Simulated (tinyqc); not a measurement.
Raising U: Hubbard ring of 6 sites, mean field against exact. Computed by the program tinyqc. Collinear unrestricted mean field (the lowest of 40 random starts) against exact diagonalisation.

one-body matrix (hopping and site energies) (eV):
```
,1,2,3,4,5,6
1,0.0000,-1.6300,0.0000,0.0000,0.0000,-1.6300
2,-1.6300,0.0000,-1.6300,0.0000,0.0000,0.0000
3,0.0000,-1.6300,0.0000,-1.6300,0.0000,0.0000
4,0.0000,0.0000,-1.6300,0.0000,-1.6300,0.0000
5,0.0000,0.0000,0.0000,-1.6300,0.0000,-1.6300
6,-1.6300,0.0000,0.0000,0.0000,-1.6300,0.0000
```

electrons, up and down: 3  2

Exact and mean-field results (eV):
```
U,U/t,E exact,E mean field,mean |n_up - n_down|,"double occupancy, exact",first gap in the sector
0.810,0.497,-10.63767,-10.60377,0.180,0.151,0.000
1.630,1.000,-9.93179,-9.79586,0.198,0.136,0.000
3.260,2.000,-8.74514,-8.22476,0.254,0.107,0.000
4.890,3.000,-7.81634,-6.75345,0.368,0.083,0.000
6.520,4.000,-7.09857,-5.64601,0.607,0.064,0.000
9.780,6.000,-6.11059,-4.53546,0.741,0.039,0.000
13.040,8.000,-5.49158,-3.97550,0.783,0.025,0.000
19.560,12.000,-4.78714,-3.41680,0.812,0.013,0.000
32.600,20.000,-4.17045,-2.97137,0.826,4.88e-03,0.000
```

What does the comparison show, and why?

In absolute terms mean field is worst at U/t = 6.0, 1.575 eV too high: at small U it is nearly exact, and at large U it still misses the motion of the hole through a fluctuating spin background. Relative to the exact energy its error is 0.3 % at the smallest U, 29 % at most and 29 % at the largest. The double occupancy falls from 0.151 to 0.005.
